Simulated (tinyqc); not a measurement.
Transistor under a ferroelectric capacitor (negative capacitance), static model: one step of the calculation.

A ferroelectric film of thickness tf lies between the gate and an inner metal at potential v, which drives an ordinary transistor. One domain, P = Q (background permittivity neglected): Vg = v + tf (2 al Q + 4 be Q^3), al = -3 sqrt(3) Ec/(4 Pr), be = 3 sqrt(3) Ec/(8 Pr^3). Gate charge Q(v) = Qi + Cp v with the channel charge Qi = Cox n Vt ln(1 + exp((v - VT)/(n Vt))). Q in uC/cm^2, E in kV/cm; 1 nm times 1 kV/cm is 1e-4 V. Domains, leakage and the switching time are left out.

Problem. Inner potential by Newton steps. f = v + tf (2 al Q + 4 be Q^3) - Vg, f' = 1 + C tf (2 al + 12 be Q^2) with C = Cox/(1 + exp(-(v - VT)/(n Vt))) + Cp; v(new) = v - f/f'.

Inputs (values chosen for the exercise); Pr and Ec close to those of hafnium oxide based films: temperature T = 300 K; capacitance of the inner oxide Cox = 2.4 uF/cm^2; overlap capacitance per gate area Cp = 0.83 uF/cm^2; threshold of the inner transistor VT = 0.26 V; subthreshold factor of the inner transistor n = 1.27; ferroelectric thickness tf = 7.6 nm; gate voltage Vg = 0.65 V.

Constants: q = 1.602176634e-19 C, kB = 1.380649e-23 J/K, Vt = kB T/q. Results are converted to the units shown.

v after iteration 1 = 1.7842892 V
al = -149.88901 kV cm/uC
be = 0.44345862 kV cm^5/uC^3

Give: Q; f; f'; v after iteration 2.

Solution.

Q = 5.139 uC/cm^2
f = 0.1464 V
f' = 0.6091
v after iteration 2 = 1.544 V

Numbers from tinyqc (`OMP_NUM_THREADS=1 python tinyqc.py 2860151 2860152 out.jsonl`; about 0.03 s on one thread of a shared Intel Xeon 2.30GHz).
